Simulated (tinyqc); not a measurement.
Metal-interlayer-semiconductor contact, depinning against tunnelling resistance: two steps of the calculation.

Zero bias, n-type semiconductor. Gap states at the semiconductor surface thin out as exp(-be ti), which unpins the barrier; electrons must then cross the interlayer (a rectangular barrier, no voltage drop across it) and the parabolic depleted layer, both by WKB. Energies E are counted from the Fermi level; no image force, parabolic bands.

Parameters, values chosen for the exercise; semiconductor values close to those of germanium; interlayer mass of the order of that in silicon nitride, offset chosen freely:

| symbol | value | unit | meaning |
|---|---|---|---|
| T | 400 | K | temperature |
| Eg | 0.667 | eV | band gap |
| eps_r | 15.6 |  | relative permittivity |
| chi | 3.84 | eV | electron affinity |
| Nc | 1.6e19 | cm^-3 | conduction-band density of states at T |
| mt | 0.124 | m0 | tunnelling mass in the semiconductor |
| mA | 1.13 | m0 | Richardson mass |
| Nd | 2e19 | cm^-3 | donor density |
| E0 | 0.087 | eV | charge-neutrality level above the valence band |
| S0 | 0.049 |  | pinning factor without interlayer |
| phiM | 4.07 | eV | metal work function |
| ti | 0.6 | nm | interlayer thickness |
| dE | 2.05 | eV | conduction-band offset of the interlayer above the semiconductor |
| mi | 0.46 | m0 | tunnelling mass in the interlayer |
| be | 6 | 1/nm | decay constant of gap states through the interlayer |

Constants: q = 1.602176634e-19 C, kB = 1.380649e-23 J/K, eps0 = 8.8541878128e-12 F/m, hbar = 1.054571817e-34 J s, h = 6.62607015e-34 J s, m0 = 9.1093837015e-31 kg, Vt = kB T/q, hbar^2/(2 m0) = 0.0380998212 eV nm^2. Results are converted to the units shown.

Task 1. Pinning, barrier and scales. S = 1/(1 + (1/S0 - 1) exp(-be ti)); phiB = S (phiM - chi) + (1 - S)(Eg - E0); xi = Ec - EF deep inside, from Nd = Nc F(-xi/Vt), F(x) = (2/sqrt(pi)) int_0^infinity sqrt(u) du/(1 + exp(u - x)); band bending U = phiB - xi; E00 = (hbar/2) sqrt(Nd/(eps0 eps_r mt m0)) in volts; A = 4 pi q mA m0 kB^2/h^3.

Find: S; phiB; xi; U; E00; A.

Result 1.

S = 0.65347
phiB = 0.35129 eV
xi = -0.022668 eV
U = 0.37396 eV
E00 = 0.059699 eV
A = 135.80 A/(cm^2 K^2)

Task 2. Exponents and integrand on an energy grid. With U = phiB - xi: for xi < E < phiB, y = (E - xi)/U and G1 = (U/E00) [sqrt(1 - y) - y ln((1 + sqrt(1 - y))/sqrt(y))], G1 = 0 above phiB; G2 = 2 ti sqrt(mi max(phiB + dE - E, 0)/C), C = hbar^2/(2 m0); f = 1/(1 + exp(E/Vt)); integrand exp(-G1 - G2) f.

E, point 0 to 15 (eV): -0.02  0.00667  0.03333  0.06  0.08667  0.11333  0.14  0.16667  0.19333  0.22  0.24667  0.27333  0.3  0.32667  0.35333  0.38
phiB = 0.35128716 eV
xi = -0.022668071 eV
E00 = 0.059699289 eV

Wanted: G1; G2; f; integrand.

Result 2.

```
point      G1      G2          f  integrand (1e-6)
0      6.1002  6.4882    0.64112            2.1871
1      5.0571  6.4523    0.45177            4.5334
2      4.2725  6.4163    0.27549            6.2806
3      3.6074  6.3801    0.14923            6.8604
4      3.0252  6.3436   0.074854            6.3882
5      2.5086  6.3070   0.035990            5.3412
6      2.0469  6.2701   0.016930            4.1363
7      1.6342  6.2330  0.0078816            3.0194
8      1.2665  6.1958  0.0036522            2.0978
9      0.9412  6.1582  0.0016881            1.3937
10     0.6574  6.1205  7.7939e-4            0.8875
11     0.4157  6.0825  3.5978e-4            0.5419
12     0.2183  6.0442  1.6599e-4            0.3165
13     0.0715  6.0058  7.6578e-5            0.1757
14     0.0000  5.9670  3.5336e-5            0.0905
15     0.0000  5.9281  1.6301e-5            0.0434
```

Range of the model: The depletion charge would drop about 0.16 V across such an interlayer (eps_r near 7.5) at ti = 0.6 nm and Nd = 2e19 cm^-3, against a band bending of 0.37 V; this model leaves that drop out.

Numbers from tinyqc (`OMP_NUM_THREADS=1 python tinyqc.py 2270042 2270043 out.jsonl`; about 0.02 s on one thread of a shared Intel Xeon 2.30GHz).
